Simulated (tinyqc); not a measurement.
Atomic layer deposition: Langmuir saturation, growth per cycle and coating of deep features. Changing the pulse time t. Computed by tinyqc, a small Python program. Command: `OMP_NUM_THREADS=1 python tinyqc.py 3006536 3006537 out.jsonl ald sweep`. One thread of a shared host (Intel(R) Xeon(R) Processor @ 2.30GHz), about 0.06 s of CPU time with the checks.

Precursor A sticks only on free sites, so a long enough pulse saturates; co-reactant B then frees the sites again.

Inputs (values chosen for the exercise, modelled on zinc oxide from diethylzinc and water):

| quantity | value | unit |
|---|---|---|
| precursor mass M | 124 | u |
| site density q | 6.3 | 1/nm^2 |
| growth per cycle at saturation G | 1.8 | angstrom |
| sticking probability beta on free sites | 0.0013 | - |
| precursor pressure p | 17 | Pa |
| temperature T | 225 | C |
| co-reactant completion per pulse c_B | 0.95 | - |
| desorption energy E_d | 1.86 | eV |
| purge time t_p | 4.2 | s |
| aspect ratio a | 18 | - |

Feature: round hole.

Constants: u = 1.6605390666e-27 kg; k_B = 1.380649e-23 J/K; k_B = 8.617333262e-05 eV/K.

Method:
- Wall flux F = p/sqrt(2 pi M k_B T); rate of filling k_a = beta F/q; desorption k_d = 1e13 exp(-E_d/(k_B T)) per second. 1/m^2 = 1e-18/nm^2.
- Temperatures in kelvin are T(C) + 273.15.
- One cycle from coverage th0: pulse A gives th1 = th_s + (th0 - th_s) exp(-(k_a + k_d) t), th_s = k_a/(k_a + k_d); the purge leaves th2 = th1 exp(-k_d t_p); pulse B converts c_B th2 into film and leaves th3 = (1 - c_B) th2. Growth = G c_B th2.
- The periodic state has th0 = th3: th0 = (1 - c_B) e_p th_s (1 - e_a)/(1 - (1 - c_B) e_p e_a), with e_a = exp(-(k_a + k_d) t), e_p = exp(-k_d t_p).
- Share of impinging molecules used = q (th1 - th0)/(F t).
- Diffusion-limited filling (Gordon) of a round hole of diameter w: a saturation front at depth z needs dz/dt = D_K n/(z (4q/w)), with Knudsen D_K = w c/3 and F = n c/4; including the entrance and floor terms, t = (q/F)(1 + 19a/4 + 3a^2/2). Reaction-limited filling needs ln(100)/k_a at any depth, k_a = beta F/q. Flow is molecular. The front picture holds when the modulus a sqrt(beta) is well above 1.
- Depth reached by the given pulse: solve the same formula for a. Exposure = p x diffusion-limited time; 1 langmuir = 1.33322e-4 Pa s.

One run for each value:

| pulse time t (s) | growth per cycle (angstrom) | share of impinging molecules used | aspect ratio reached by the front in time t |
|---|---|---|---|
| 7.70e-04 | 0.0507 | 0.0012797 | 2.48 |
| 1.90e-03 | 0.1224 | 0.0012506 | 4.59 |
| 4.70e-03 | 0.2862 | 0.0011827 | 7.98 |
| 1.20e-02 | 0.6359 | 0.0010292 | 13.61 |
| 7.20e-02 | 1.5980 | 0.0004310 | 35.50 |
| 1.80e-01 | 1.7080 | 0.0001843 | 57.02 |
| 4.50e-01 | 1.7100 | 0.0000738 | 91.07 |
| 1.10e+00 | 1.7100 | 0.0000302 | 143.26 |
| 2.80e+00 | 1.7100 | 0.0000119 | 229.50 |

Give the missing row, pulse time t (s) = 2.90e-02.

Computed row; columns: (1) pulse time t (s); (2) growth per cycle (angstrom); (3) share of impinging molecules used; (4) aspect ratio reached by the front in time t:
```
(1)          (2)        (3)    (4)
2.90e-02  1.1479  0.0007687  21.97
```

Interpolating between the two neighbouring rows (the first column on a logarithmic scale, the others too where they are positive) misses most in growth per cycle (angstrom), by 13 %. Over the rows, growth per cycle (angstrom) rises from 0.0507 to 1.71, flat over part of the range; share of impinging molecules used falls from 0.00128 to 1.19e-5 (exponent d ln y / d ln x -0.025 between the first rows and -1.0 between the last); aspect ratio reached by the front in time t rises from 2.48 to 230 (exponent d ln y / d ln x 0.68 between the first rows and 0.50 between the last). At the high end the exponent of growth per cycle is 0.00, close to 0: self-limiting growth. At the low end the exponent of growth per cycle is 0.97, close to 1: far from saturation. At the high end the exponent of share of impinging molecules used is -1.00, close to -1: after saturation more gas is wasted. At the low end the exponent of share of impinging molecules used is -0.03, close to 0: every molecule still finds free sites. At the high end the exponent of aspect ratio reached by the front in time t is 0.50, close to 0.50: the front moves as sqrt(t). Growth saturates once k_a t passes a few units, since A sticks only on free sites; longer pulses then serve only depth.

Caution (rows 7.70e-4, 0.00190, 0.00470): common pulse valves need about 10 ms, so a pulse this short is formal. Caution (rows 7.70e-4, 0.00190, 0.00470, 0.0120, 0.0290, 0.0720): the pulse is shorter than ln(100)/k_a, so even the open surface is not saturated and the depth reached has no meaning. Caution (rows 7.70e-4, 0.00190, 0.00470, 0.0120, 0.0290, 0.0720): the depth reached is formal here: it is under 2/sqrt(beta), so no sharp front has formed.
